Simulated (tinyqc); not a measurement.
# Polarisation charge from two barrier thicknesses

Problem. VT = phiB - dEc - q sigma d/(eps0 eps_r). Find sigma, phiB - dEc and the thickness at which VT = 0.

Parameters, values chosen for the exercise: relative permittivity of barrier and channel eps_r = 9.4.

Constants: q = 1.602176634e-19 C, eps0 = 8.8541878128e-14 F/cm where lengths are in cm. Results are converted to the units shown.

VT for d = 18 and 24 nm (V): [-5.5232764, -7.6302885]

Solution. VT is linear in d.

sigma = 1.82e13 cm^-2
phiB - dEc = 0.798 V
thickness for VT = 0 = 2.27 nm

Numbers from tinyqc (`OMP_NUM_THREADS=1 python tinyqc.py 2570030 2570031 out.jsonl`; about 0.02 s on one thread of a shared Intel Xeon 2.30GHz).
